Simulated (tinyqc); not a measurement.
Five-level k.p model folded onto the conduction band: one step. Exact folding onto c. Five cases, with inputs chosen for the exercise.

Task: Solve E = H_cc + S(E), S(E) = sum_j H_cj^2/(E - H_jj), from E = H_cc, by plain substitution and by Newton steps on E - H_cc - S(E). The weight of c in the state is Z = 1/(1 - dS/dE). The exact level is the third eigenvalue of H from below.

Case 1.

H (eV), rows c, lh, so, G8 up, G7 up and columns alike:
```
[[1.6286137, 0.6772061, 0.4788570, 0.1710931, 0.1209811],
 [0.6772061, 0, 0, 0, 0],
 [0.4788570, 0, -0.9190000, 0, 0],
 [0.1710931, 0, 0, 5.6100000, 0],
 [0.1209811, 0, 0, 0, 5.3200000]]
```

Case 2.

H (eV), rows c, lh, so, G8 up, G7 up and columns alike:
```
[[0.4181945, 0.1798139, 0.1271476, 0.0640038, 0.0452576],
 [0.1798139, 0, 0, 0, 0],
 [0.1271476, 0, -0.4010000, 0, 0],
 [0.0640038, 0, 0, 4.5700000, 0],
 [0.0452576, 0, 0, 0, 4.4200000]]
```

Case 3.

H (eV), rows c, lh, so, G8 up, G7 up and columns alike:
```
[[0.4270155, 0.1695706, 0.1199045, 0.0890368, 0.0629585],
 [0.1695706, 0, 0, 0, 0],
 [0.1199045, 0, -0.4010000, 0, 0],
 [0.0890368, 0, 0, 4.5900000, 0],
 [0.0629585, 0, 0, 0, 4.4400000]]
```

Case 4.

H (eV), rows c, lh, so, G8 up, G7 up and columns alike:
```
[[0.8320498, 0.3877761, 0.2741991, 0.1623913, 0.1148280],
 [0.3877761, 0, 0, 0, 0],
 [0.2741991, 0, -0.7780000, 0, 0],
 [0.1623913, 0, 0, 3.4300000, 0],
 [0.1148280, 0, 0, 0, 3.1200000]]
```

Case 5.

H (eV), rows c, lh, so, G8 up, G7 up and columns alike:
```
[[1.6369151, 0.3850855, 0.2722966, 0.1466755, 0.1037152],
 [0.3850855, 0, 0, 0, 0],
 [0.2722966, 0, -0.8840000, 0, 0],
 [0.1466755, 0, 0, 5.6900000, 0],
 [0.1037152, 0, 0, 0, 5.4000000]]
```

Give: Iterates (eV); exact level; Z.

Result:

Case 1.

Iterates (eV):
```
step  substitution   Newton
0          1.62861  1.62861
1          1.98890  1.92609
2          1.92558  1.93385
3          1.93513  1.93385
4          1.93366  1.93385
5          1.93388  1.93385
6          1.93385  1.93385
7          1.93385  1.93385
```

exact level = 1.93385 eV
Z = 0.8664

Substitution multiplies the error by about dS/dE = 1 - 1/Z = -0.154 a step, so it alternates; after 7 steps it is off by 7.3e-07 eV, while Newton is within 1e-5 eV from step 2 on.

Case 2.

Iterates (eV):
```
step  substitution   Newton
0          0.41819  0.41819
1          0.51375  0.49721
2          0.49727  0.49937
3          0.49969  0.49937
4          0.49932  0.49937
5          0.49938  0.49937
6          0.49937  0.49937
7          0.49937  0.49937
```

exact level = 0.49937 eV
Z = 0.8696

Substitution multiplies the error by about dS/dE = 1 - 1/Z = -0.150 a step, so it alternates; after 7 steps it is off by 1.6e-07 eV, while Newton is within 1e-5 eV from step 2 on.

Case 3.

Iterates (eV):
```
step  substitution   Newton
0          0.42702  0.42702
1          0.50882  0.49638
2          0.49638  0.49783
3          0.49802  0.49783
4          0.49780  0.49783
5          0.49783  0.49783
6          0.49783  0.49783
7          0.49783  0.49783
```

exact level = 0.49783 eV
Z = 0.8814

Substitution multiplies the error by about dS/dE = 1 - 1/Z = -0.135 a step, so it alternates; after 7 steps it is off by 6.4e-08 eV, while Newton is within 1e-5 eV from step 2 on.

Case 4.

Iterates (eV):
```
step  substitution   Newton
0          0.83205  0.83205
1          1.04356  1.00090
2          1.00002  1.00646
3          1.00763  1.00647
4          1.00626  1.00647
5          1.00650  1.00647
6          1.00646  1.00647
7          1.00647  1.00647
```

exact level = 1.00647 eV
Z = 0.8478

Substitution multiplies the error by about dS/dE = 1 - 1/Z = -0.179 a step, so it alternates; after 7 steps it is off by 1.2e-06 eV, while Newton is within 1e-5 eV from step 2 on.

Case 5.

Iterates (eV):
```
step  substitution   Newton
0          1.63692  1.63692
1          1.74875  1.74153
2          1.74147  1.74189
3          1.74192  1.74189
4          1.74189  1.74189
5          1.74189  1.74189
6          1.74189  1.74189
7          1.74189  1.74189
```

exact level = 1.74189 eV
Z = 0.9418

Substitution multiplies the error by about dS/dE = 1 - 1/Z = -0.062 a step, so it alternates; after 7 steps it is off by 3.8e-10 eV, while Newton is within 1e-5 eV from step 2 on.

Computed by tinyqc, one run a case: `OMP_NUM_THREADS=1 python tinyqc.py N N+1 out.jsonl` with N = 1051269, 1051272, 1051309, 1051358, 1051440; one thread of a shared Intel(R) Xeon(R) Processor @ 2.30GHz, about 0.01 s a run at most.
